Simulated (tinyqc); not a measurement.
One-electron ion in a basis of Gaussians, step by step. Computed by tinyqc, a small Python program that keeps every step. Settings: Z = 3, l = 1. Command: `OMP_NUM_THREADS=1 python tinyqc.py 29113 29114 out.jsonl` (the two numbers bound the seeds that draw the settings). One thread of a shared host (Intel(R) Xeon(R) Processor @ 2.60GHz), about 0.01 s of CPU time with the checks.

## Matrices over normalised Gaussians

exponents of r^l exp(-a r^2) (1/bohr^2): 0.1525  0.2580  0.4364  0.7381  1.2480  2.1110

Z = 3

l = 1

With p = a_i + a_j and I(k) = Gamma((k+1)/2) / (2 p^((k+1)/2)): S = I(2l+2), T = (2l+3) a_i a_j S / p, V = -Z I(2l+1), each divided by sqrt(S_ii S_jj).

S:
```
        1       2       3       4       5       6
1  1.0000  0.9181  0.7185  0.4927  0.3064  0.1780
2  0.9181  1.0000  0.9182  0.7186  0.4930  0.3064
3  0.7185  0.9182  1.0000  0.9182  0.7188  0.4929
4  0.4927  0.7186  0.9182  1.0000  0.9183  0.7187
5  0.3064  0.4930  0.7188  0.9183  1.0000  0.9182
6  0.1780  0.3064  0.4929  0.7187  0.9182  1.0000
```

T (hartree):
```
        1       2       3       4       5       6
1  0.3812  0.4400  0.4060  0.3114  0.2082  0.1266
2  0.4400  0.6450  0.7444  0.6869  0.5270  0.3522
3  0.4060  0.7444  1.0910  1.2591  1.1620  0.8913
4  0.3114  0.6869  1.2591  1.8453  2.1295  1.9653
5  0.2082  0.5270  1.1620  2.1295  3.1200  3.6007
6  0.1266  0.3522  0.8913  1.9653  3.6007  5.2775
```

V (hartree):
```
         1        2        3        4        5        6
1  -1.2463  -1.3275  -1.2443  -1.0494  -0.8182  -0.6042
2  -1.3275  -1.6211  -1.7267  -1.6185  -1.3652  -1.0643
3  -1.2443  -1.7267  -2.1083  -2.2457  -2.1052  -1.7755
4  -1.0494  -1.6185  -2.2457  -2.7419  -2.9206  -2.7378
5  -0.8182  -1.3652  -2.1052  -2.9206  -3.5654  -3.7977
6  -0.6042  -1.0643  -1.7755  -2.7378  -3.7977  -4.6371
```

## Generalised eigenproblem

H = T + V (hartree):
```
         1        2        3        4        5        6
1  -0.8651  -0.8875  -0.8383  -0.7380  -0.6100  -0.4777
2  -0.8875  -0.9761  -0.9823  -0.9316  -0.8383  -0.7121
3  -0.8383  -0.9823  -1.0173  -0.9866  -0.9432  -0.8842
4  -0.7380  -0.9316  -0.9866  -0.8967  -0.7911  -0.7725
5  -0.6100  -0.8383  -0.9432  -0.7911  -0.4454  -0.1969
6  -0.4777  -0.7121  -0.8842  -0.7725  -0.1969   0.6404
```

Solve H C = S C e through S^(-1/2); each column has its largest component positive (the first on a tie).

eigenvalues of S: 0.0004  0.0052  0.0438  0.2816  1.3667  4.3023

eigenvalues (hartree): -1.1220  -0.4533  0.2400  1.5588  4.2634  9.1021

coefficients:
```
         1        2        3         4         5         6
1   0.1975  -2.8380  -4.2277    3.6851   -2.5520   -1.7640
2   0.3552   3.5089   9.6632  -12.1663    9.8606    7.2805
3   0.0956  -2.2623  -7.9960   16.7952  -18.0189  -15.4254
4   0.4562   1.6674   3.4317  -11.2671   18.3125   20.9241
5  -0.1333  -0.5939  -1.3819    3.8624   -8.9908  -17.5228
6   0.1776   0.2421   0.1044   -1.1171    1.0379    6.8438
```

For Z = 3 and l = 1 the exact lowest level is -Z^2/(2 n^2) with n = l + 1: -1.125000 hartree. The basis is nearly linearly dependent, so rounded matrices do not reproduce these digits.
